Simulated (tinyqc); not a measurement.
## A square-lattice strip 2 sites wide, recursive Green functions: the device repeated

The device has N = 3 slices of 2 site(s), nearest-neighbour hopping -t, and site energies U; the leads are semi-infinite continuations with site energy 0. V = <i+1|H|i> = -t 1.

Transverse modes n = 1..2: chi_n(j) = sqrt(2/3) sin(pi n j/3), energy e_n = -2 t cos(pi n/3). Sigma = t^2 sum_n chi_n chi_n^T g(E - e_n), g(x) = (x - i sqrt(4 t^2 - x^2))/(2 t^2) for |x| < 2 t and (x - sign(x) sqrt(x^2 - 4 t^2))/(2 t^2) otherwise; Gamma = i (Sigma - Sigma^dagger); both leads give the same. Forward pass: g_1 = (E - H_1 - Sigma)^(-1), g_i = (E - H_i - V g_(i-1) V^dagger)^(-1), with Sigma also subtracted on the last slice; G_(i,1) = g_i V G_(i-1,1), starting from g_1. H_i is the block of slice i: its site energies on the diagonal and -t between neighbouring rows. T(E) = Tr[Gamma G_(N,1) Gamma G_(N,1)^dagger]. The list U is repeated k times, so the device has k N slices.

Parameters, values chosen for the exercise:

| symbol | value | unit | meaning |
|---|---|---|---|
| t | 1 | eV | hopping (matrix element -t) |
| U | [0.05, 0.14, -0.04, -0.04, 0.07, -0.06] | eV | site energies, slice by slice (2 a slice) |
| E | -2.3 | eV | energy |

Result of one run:
```
k,T(E),ln T(E)
1,0.9953,-0.004675
```

What becomes of these results when the number of repeats k is changed from 1 to 6, all else the same?

Result of the changed run:
```
k,T(E),ln T(E)
6,0.9980,-0.001979
```

The whole series:
```
k,T(E),ln T(E)
1,0.9953,-0.004675
2,0.9871,-0.01300
3,0.9853,-0.01484
4,0.9921,-0.007980
5,0.9993,-7.281e-4
6,0.9980,-0.001979
8,0.9848,-0.01532
10,0.9973,-0.002751
12,0.9931,-0.006913
```

T(E) moves between 0.985 and 0.999 and does not die away: at least one band of the periodic structure that the repeats form is open at this energy.

Program tinyqc, `OMP_NUM_THREADS=1 python tinyqc.py 2660134 2660135 out.jsonl`; Intel Xeon 2.30GHz, shared host, one thread, about 0.01 s.
